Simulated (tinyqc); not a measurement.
# The trial binding against the radius

Model: donor or exciton in a quantum well (variational effective-mass method). Computed by tinyqc, a small Python program. Command: `OMP_NUM_THREADS=1 python tinyqc.py 3003361 3003362 out.jsonl welldonor sweep`. One thread of a shared host (Intel(R) Xeon(R) Processor @ 2.30GHz), about 0.2 s of CPU time with the checks.

H = -nabla^2 - 2/|r - r_i| + V(z) in effective units; trial function psi = f(z) exp(-|r - r_i|/lambda), f the ground state of the well. Mass and screening are the same in well and barrier; l = L/a* is the width in effective units. Bands are flat: no polarisation or applied field.

Inputs (values chosen for the exercise, modelled on InAs):

| quantity | value | unit |
|---|---|---|
| electron mass m | 0.0267 | m_0 |
| dielectric constant eps | 15.4 | - |
| well width L | 9.6 | nm |
| donor position z_i/L from the centre | 0.3 | - |
| barrier height V_0 | 0.17 | eV |

Centre: donor. Barriers: finite.

Constants: Ry = 13.605693123 eV; a_0 = 0.529177210903 angstrom.

Method:
- Ry* = Ry m/eps^2, a* = a_0 eps/m; l = L/a*.
- k solves k tan(k l/2) = sqrt(v - k^2), v = V_0/Ry*, 0 < k l/2 < pi/2 (bisection); f = cos(k z) inside and cos(k l/2) exp(-kappa (|z| - l/2)) outside, kappa = sqrt(v - k^2); subband energy k^2 Ry*.
- Binding E_b(lambda) = -1/lambda^2 + 4 A/(lambda B), with A = int f^2 exp(-2 s/lambda) dz, B = int f^2 exp(-2 s/lambda)(1 + 2 s/lambda) dz and s = |z - z_i|; 40 Gauss-Legendre points on each piece between the walls at z = -l/2 and l/2 and z_i, and out to 12/(kappa + 1/lambda) beyond the walls.

One run for each value:

| trial radius lambda (a*) | E_b(lambda) (Ry*) | B (a*) |
|---|---|---|
| 0.4 | 0.6968 | 0.23638 |
| 0.6 | 2.2639 | 0.25320 |
| 0.8 | 2.4253 | 0.26075 |
| 1.0 | 2.3081 | 0.26476 |
| 1.2 | 2.1356 | 0.26714 |
| 1.4 | 1.9643 | 0.26866 |
| 1.6 | 1.8086 | 0.26970 |
| 1.8 | 1.6709 | 0.27043 |
| 2.0 | 1.5501 | 0.27097 |

What does the table show, and why?

Over the rows, E_b(lambda) (Ry*) goes from 0.697 through a maximum among these rows, 2.43 at 0.800, to 1.55; B (a*) rises from 0.236 to 0.271 (exponent d ln y / d ln x 0.17 between the first rows and 0.019 between the last). A small radius costs kinetic energy as 1/lambda^2 and a large one loses attraction.

Extremes, crossings and ranges named in words are read from the listed rows.
